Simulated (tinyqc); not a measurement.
# From one set of inputs to another, one input at a time

Model: Landau-Devonshire theory of a uniaxial ferroelectric. Computed by tinyqc, a small Python program. Command: `OMP_NUM_THREADS=1 python tinyqc.py 3010139 3010140 out.jsonl ferro ladder`. One thread of a shared host (Intel(R) Xeon(R) Processor @ 2.30GHz), about 0.01 s of CPU time with the checks.

G(P) = (alpha/2) P^2 + (beta*/4) P^4 + (gamma/6) P^6 - E P per volume, SI units, one domain, P along the polar axis, which is normal to the film.

The inputs printed are set A. Inputs not listed in the table keep their values of set A, so the rows need not describe a real material.

Inputs (values chosen for the exercise, for a model ferroelectric):
```
quantity,value,unit
alpha_0,2.04e+06,J m/(C^2 K)
Curie-Weiss temperature T0,590,K
beta,-4.92e+08,J m^5/C^4
gamma,1.29e+09,J m^9/C^6
temperature T,377,K
misfit strain u_m,-0.0056,-
electrostriction Q12,-0.039,m^4/C^2
compliance s11 + s12,4.1e-12,m^2/N
film thickness d,4.2,nm
screening length lambda,0.04,nm
background permittivity eps_b,5,-
```

Sample: epitaxial film.

Constants: eps_0 = 8.8541878128e-12 F/m.

Method:
- alpha = alpha_0 (T - T0*), with clamping: T0* = T0 + 4 Q12 u_m/(alpha_0 (s11 + s12)), beta* = beta + 4 Q12^2/(s11 + s12).
- Ps^2 = [-beta* + sqrt(beta*^2 - 4 alpha gamma)]/(2 gamma).
- chi = 1/(eps_0 G''), G'' = alpha + 3 beta* P^2 + 5 gamma P^4 at Ps. Ps, chi and the coercive field are for perfect screening, without a depolarising field. The intrinsic coercive field is |alpha P + beta* P^3 + gamma P^5| at the P_c where G'' = 0. 1 C/m^2 = 100 microcoulomb/cm^2.
- Between shorted electrodes with screening length lambda each, the depolarising field is -k P, k = 2 lambda/(eps_0 (d + 2 lambda eps_b)), so alpha turns into alpha + k.
- The polar state is the lowest uniform state while alpha + k < 0 (beta* > 0) or < 3 beta*^2/(16 gamma) (beta* < 0); setting the equality gives the critical thickness d_c.

Each row keeps all changes above it:
```
input moved,from,to,susceptibility chi,intrinsic coercive field (MV/m),critical thickness d_c (nm)
set A,-,-,64.39,182.4,13.55
gamma (J m^9/C^6),1290000000,1.6e+10,50.24,132.4,13.55
electrostriction Q12 (m^4/C^2),-0.039,-0.043,50.47,132.1,13.10
beta (J m^5/C^4),-492000000,-785000000,48.66,137.8,13.10
misfit strain u_m,-0.0056,-0.012,34.03,215.0,9.23
screening length lambda (nm),0.04,0.025,34.03,215.0,5.77
alpha_0 (J m/(C^2 K)),2040000,661000,50.70,130.9,8.52
temperature T (K),377,332,48.32,139.0,8.13
```

Where does the difference come from?

Susceptibility chi goes from 64.4 to 48.3, a factor 0.750 in all. The largest single move comes from alpha_0 (a factor 1.49), but it runs against the net change; the largest move in the direction of the net change is misfit strain u_m (a factor 0.699). Intrinsic coercive field goes from 182 to 139, a factor 0.762 in all. The largest single move comes from alpha_0 (a factor 0.609), and misfit strain u_m works against it (a factor 1.56). Critical thickness d_c goes from 13.6 to 8.13, a factor 0.600 in all. The largest single move comes from screening length lambda (a factor 0.625), and alpha_0 works against it (a factor 1.48). The single moves hold for this order of the switches; the total does not depend on the order.

Caution (rows misfit strain u_m, screening length lambda, alpha_0, temperature T): far below T0* the expansion with linear alpha(T) is only a fit. Caution (rows alpha_0, temperature T): the strain shifts T0 by more than 500 K here, which is beyond the range where constant coefficients hold.

Extremes, crossings and ranges named in words are read from the listed rows.
